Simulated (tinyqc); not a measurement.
Precursor delivery by bubblers, mass-transport growth and the solid composition of a III-V alloy: one step, computed by the program tinyqc. Command: `OMP_NUM_THREADS=1 python tinyqc.py 3010123 3010124 out.jsonl movpe_thermo walk`. One thread of a shared host (Intel(R) Xeon(R) Processor @ 2.30GHz), about 0.01 s of CPU time with the checks.

1 sccm = 44.615 micromol/min; 1 torr = 133.322 Pa. The sources decompose fully at the surface.

Question. Mass transport. Mean velocity u = (F_t/A)(760/p)(T/273); D = D0 (T/273)^1.75 (760/p); boundary layer delta = sqrt(pi D z/u); flux = D dp/(delta k_B T); growth rate = flux x a^3/4.

Inputs (values chosen for the exercise, modelled on trimethylgallium (source 1) and trimethylindium (source 2) for the vapour pressures):
```
quantity,value,unit
total flow F_t,11,slm
reactor pressure p,76,torr
growth temperature T,970,K
diffusivity at 273 K and 760 torr,0.37,cm^2/s
flow cross-section A,43,cm^2
distance from the leading edge z,8.7,cm
lattice constant a,5.84,angstrom
```

Constants: k_B = 1.380649e-23 J/K.

Give: velocity u; D; boundary layer delta; growth rate per torr of group III.

Answer.

velocity u = 151.49 cm/s

D = 34.023 cm^2/s

boundary layer delta = 2.4776 cm

growth rate per torr of group III = 245.06 micrometre/(h torr)

Caution: the boundary layer is a quarter or more of the root of the cross-section, so it fills much of the channel and depletion along the flow matters.
